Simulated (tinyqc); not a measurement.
Adsorption as a lattice gas: isotherms with interactions, competition, desorption peaks and saturation dose. Changing the pressure p. Computed by tinyqc, a small Python program. Command: `OMP_NUM_THREADS=1 python tinyqc.py 3023564 3023565 out.jsonl adsorb sweep`. One thread of a shared host (Intel(R) Xeon(R) Processor @ 2.30GHz), about 0.01 s of CPU time with the checks.

One adsorbate per site; a molecule needs 1 empty site. Gas and surface have the same temperature.

Inputs (values chosen for the exercise, for a model surface): desorption energy E = 1.53 eV; prefactor nu = 2e+12 1/s; pair energy w (positive repels) = 0.046 eV; neighbours z = 4; site density N_s = 10 1/nm^2; molecular mass M = 190 u; sticking coefficient s0 = 0.002; temperature T = 711 K; blocking by a second gas, K_B p_B = 10.

Adsorption: molecular (first order).

Constants: u = 1.6605390666e-27 kg; k_B = 1.380649e-23 J/K; k_B = 8.617333262e-05 eV/K.

Method. Flux F = p/sqrt(2 pi M k_B T); k_d = nu exp(-E/(k_B T)); s0 F (1 - theta) = N_s k_d theta, so y = s0 F/(N_s k_d), theta = y/(1 + y). With a second gas on the same sites theta = y/(1 + y + K_B p_B). With u = w/(k_B T). Mean field: theta/(1 - theta) = y exp(-z u theta). Quasi-chemical: theta/(1 - theta) = y [(r - 1 + 2 theta)(1 - theta)/((r + 1 - 2 theta) theta)]^(-z/2) exp(-z u/2), r = sqrt(1 - 4 theta (1 - theta)(1 - exp(-u))).

One run for each value:
```
pressure p (Pa)  Langmuir coverage  coverage, mean field  coverage, quasi-chemical  coverage with the second gas
0.015                    7.521e-04             7.504e-04                 7.509e-04                     6.842e-05
0.07                     3.500e-03             3.464e-03                 3.475e-03                     3.192e-04
0.32                     1.580e-02             1.511e-02                 1.530e-02                     1.458e-03
1.5                      7.000e-02             5.926e-02                 6.161e-02                     6.796e-03
7                        2.599e-01             1.729e-01                 1.833e-01                     3.094e-02
32                       6.162e-01             3.556e-01                 3.661e-01                     1.274e-01
150                      8.827e-01             5.735e-01                 5.676e-01                     4.063e-01
700                      9.723e-01             7.744e-01                 7.619e-01                     7.615e-01
3200                     9.938e-01             9.121e-01                 9.077e-01                     9.359e-01
15000                    9.987e-01             9.757e-01                 9.752e-01                     9.856e-01
```

Over the rows, Langmuir coverage rises from 7.52e-4 to 0.999 (exponent d ln y / d ln x 1.00 between the first rows and 0.0032 between the last); coverage, mean field rises from 7.50e-4 to 0.976 (exponent d ln y / d ln x 0.99 between the first rows and 0.044 between the last); coverage, quasi-chemical rises from 7.51e-4 to 0.975 (exponent d ln y / d ln x 0.99 between the first rows and 0.046 between the last). At the low end the exponent of Langmuir coverage is 1.00, close to 1: Henry's law. At the high end the exponent of Langmuir coverage is 0.00, close to 0: saturation.
